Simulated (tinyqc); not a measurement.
Worked calculation: domain walls in a thin film with perpendicular anisotropy: Bloch, Neel and chiral walls, motion and stripe domains. Computed by tinyqc, a small Python program that keeps every step. Command: `OMP_NUM_THREADS=1 python tinyqc.py 3026052 3026053 out.jsonl mwall walk`. One thread of a shared host (Intel(R) Xeon(R) Processor @ 2.30GHz), about 0.01 s of CPU time with the checks. Intermediate numbers are printed to about 6 digits and carried at full precision; extremes and crossings named in words are read from the listed rows.

One-dimensional wall: polar angle theta(x), azimuth phi of the moment in the wall (phi = 0 Neel, 90 degrees Bloch). mu_0 = 1.25663706212e-6 T m/A, gamma = 1.76085963023e11 rad/(s T).

Inputs (values chosen for the exercise, for a model film): saturation magnetisation M_s = 626 kA/m; exchange stiffness A = 15 pJ/m; uniaxial anisotropy K_u = 626 kJ/m^3; DMI constant D = 1.5 mJ/m^2; thickness t = 2 nm; damping alpha = 0.06; field mu_0 H_z = 4.4 mT.

Drive: magnetic field.

## Width and energy of the Bloch wall

K_eff = K_u - mu_0 M_s^2/2; Delta = sqrt(A/K_eff); sigma_0 = 4 sqrt(A K_eff); profile theta = 2 arctan exp(x/Delta); quality factor Q = 2 K_u/(mu_0 M_s^2).

K_eff = 379.777 kJ/m^3

width parameter Delta = 6.28465 nm

sigma_0 = 9.54707 mJ/m^2

quality factor Q = 2.54241

## Bloch or Neel

sigma(phi) = sigma_0 + 2 Delta K_D cos^2(phi) - pi D cos(phi), with the wall shape anisotropy K_D = N_x mu_0 M_s^2/2, N_x = t ln 2/(pi Delta). The minimum has cos(phi) = D/D_N for D < D_N = 4 Delta K_D/pi and phi = 0 beyond; sigma turns negative at D_c = (sigma_0 + 2 Delta K_D)/pi.

K_D = 17.2883 kJ/m^3

D_N = 0.138339 mJ/m^2

azimuth phi = 0 degrees

wall energy sigma = 5.05198 mJ/m^2

D_c = 3.10810 mJ/m^2

A pure chiral Neel wall. D is 0.48 of D_c.

## Walker breakdown

Field drive: steady motion v = gamma Delta B/alpha needs B = (alpha/2) [2 B_D sin(phi) - B_K sin(2 phi)] in size, B_K = 2 K_D/M_s, B_D = pi D/(2 M_s Delta), with phi moving from its rest value; the Walker field B_W is the largest value of |B_D sin(phi) - (B_K/2) sin(2 phi)| times alpha, reached at cos(phi) = [d - sqrt(d^2 + 8)]/4, d = B_D/B_K. Far above B_W/alpha, v = gamma Delta B alpha/(1 + alpha^2); this is used for all B above B_W.

B_K = 55.2343 mT

B_D = 598.902 mT

Walker field B_W = 36.0853 mT

velocity at B_W = 665.557 m/s

velocity at B = 81.1535 m/s

B is below B_W: steady motion. Without D, B_W would be alpha B_K/2 = 1.66 mT, so D raises it 21.8 times.

## Stripe domains

Dipolar length l = sigma/(mu_0 M_s^2); for t much smaller than the period the domain width is w = 0.955 t exp(pi l/t) (Kaplan and Gehring), given as log10 of w in nm.

dipolar length l = 10.2590 nm

log10 of the domain width in nm = 7.27957

Domains would exceed a millimetre: any device is a single domain in equilibrium.

## Raising D

The formulas are those given above.

Wall against D; the last column is the Kaplan-Gehring width, log10[0.955 t exp(pi sigma/(mu_0 M_s^2 t))/nm], with a dash where it falls below 10 Delta and the formula fails:
```
D (mJ/m^2)  phi (degrees)  sigma (mJ/m^2)  sigma/sigma_0  log10 domain width
0.028             78.3226         9.53817       0.999068             13.4943
0.069             60.0810         9.49301       0.994338             13.4318
0.110             37.3307         9.40968       0.985609             13.3163
0.620              0.0000         7.81658       0.818742             11.1094
1.200              0.0000         5.99446       0.627885              8.5852
1.900              0.0000         3.79534       0.397540              5.5387
2.500              0.0000         1.91039       0.200102              2.9275
2.800              0.0000         0.96791       0.101383                   -
```

D_N is 4 % of D_c, so a small D fixes the chirality long before it lowers the energy much. Beyond D_N sigma falls by pi per unit of D, and the domain width, which has sigma in an exponent, drops by 10.6 decades over the valid rows (values above 6 mean a single domain in any device).

Checks made by the program: sigma_0 against the integral over the profile (relative difference below 1e-10); B_W against a scan of phi (relative difference below 1e-10).
